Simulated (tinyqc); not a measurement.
Charge pumping in an n-channel transistor: one step of the calculation.

The gate is pulsed from accumulation to inversion and back. Energies E are counted from the intrinsic level; Dit(E) = D0 [1 + b (2 E/Eg)^2]. During each edge the traps near the bands emit their carriers, and those between Eh and Ee recombine once a cycle.

Task. Pumped charge and current. Nit = integral of Dit from Eh to Ee = D0 [Ee - Eh + 4 b (Ee^3 - Eh^3)/(3 Eg^2)], Qcp = q A Nit, Icp = f Qcp.

Inputs (values chosen for the exercise); band and dielectric values close to those of germanium: band gap Eg = 0.665 eV; gate area A = 92 um^2; trap density at midgap D0 = 5.3e10 cm^-2 eV^-1; rise of the trap density towards the band edges b = 7.5; frequency f = 21000 Hz.

Constants: q = 1.602176634e-19 C. Results are converted to the units shown.

Ee = 0.14836205 eV
Eh = -0.14943185 eV

Find: Nit; mean Dit; traps pumped a cycle; Icp.

Result.

Nit = 2.3696e10 cm^-2
mean Dit = 7.9572e10 cm^-2 eV^-1
traps pumped a cycle = 21800
Icp = 73.349 pA

Range of the model: The Fermi levels of inversion and accumulation are taken to lie beyond Ee and Eh, the flat tops to fill all traps, and no geometric current is added.

Program tinyqc, `OMP_NUM_THREADS=1 python tinyqc.py 2030109 2030110 out.jsonl`; Intel Xeon 2.30GHz, shared host, one thread, about 0.01 s.
